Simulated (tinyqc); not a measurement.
Electromigration in a confined line: Blech product, Korhonen stress evolution and Black's law: one step, computed by the program tinyqc. Command: `OMP_NUM_THREADS=1 python tinyqc.py 3014213 3014214 out.jsonl emigr walk`. One thread of a shared host (Intel(R) Xeon(R) Processor @ 2.30GHz), about 0.01 s of CPU time with the checks.

The electron wind pushes atoms from the cathode (x = 0) to the anode (x = L); blocking ends build a back stress (tension positive). The input rho is taken not to change with temperature. d sigma/dt = d/dx [kappa (d sigma/dx + G)], with zero flux at both ends and sigma = 0 at t = 0.

Task: Stress along the line. sigma(x, t) = G L [1/2 - x/L - 4 sum_(m odd) cos(m pi x/L) exp(-m^2 pi^2 s)/(m pi)^2], s = t/tau, summed to m = 399. Steady state: G L (1/2 - x/L). Take x/L = 0, 0.1, 0.2, 0.3, 0.4, 0.6, 0.8 and 1.

Inputs (values chosen for the exercise, close to those used for copper lines): line length L = 27 um; test temperature T = 260 C; time as a fraction of L^2/kappa, s = 0.0061.

Start: stress-free.

stress gradient G = 9.524533 MPa/um

Give: Stress (MPa).

Result:

Stress (MPa):

| x/L | at time s | steady state |
|---|---|---|
| 0.0 | 22.66 | 128.6 |
| 0.1 | 5.65 | 102.9 |
| 0.2 | 0.79 | 77.1 |
| 0.3 | 0.06 | 51.4 |
| 0.4 | 0.00 | 25.7 |
| 0.6 | 0.00 | -25.7 |
| 0.8 | -0.79 | -77.1 |
| 1.0 | -22.66 | -128.6 |
